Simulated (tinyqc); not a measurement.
Undoped gate-all-around wire MOSFET, analytic charge model: one step of the calculation.

An undoped round wire of radius R under an insulator shell and a surrounding gate; long channel, electrons only, n = ni exp((psi - V)/Vt) with V the quasi-Fermi potential (0 at the source, Vd at the drain), constant mobility, no quantisation. The radial Poisson equation gives n(r) = n(0)/(1 - (1 - b) r^2/R^2)^2 with b = Q0/(Q + Q0). Q is the electron charge per area of the wire surface.

Question. Charge at the source by Newton steps. With V = 0: f = Q/Cox + Vt ln(Q/Q0) + Vt ln(1 + Q/Q0) - (Vg - V0); f' = 1/Cox + Vt/Q + Vt/(Q + Q0); Q(new) = Q - f/f'.

Inputs (values chosen for the exercise):
- T = 273 K (temperature)
- Vg = 0.93 V (gate voltage)

Constants: q = 1.602176634e-19 C, kB = 1.380649e-23 J/K, Vt = kB T/q. Results are converted to the units shown.

Q after iteration 1 = 315.81913 nC/cm^2
Cox = 3.4268299 uF/cm^2
Q0 = 239.54224 nC/cm^2
V0 = 0.57762021 V

Give: f; f'; Q after iteration 2.

Answer.

f = -0.2339 V
f' = 4.087e-4 V cm^2/nC
Q after iteration 2 = 888.3 nC/cm^2

Computed by the program tinyqc: `OMP_NUM_THREADS=1 python tinyqc.py 2460044 2460045 out.jsonl`, one thread of a shared Intel Xeon 2.30GHz, about 0.02 s for the whole run.
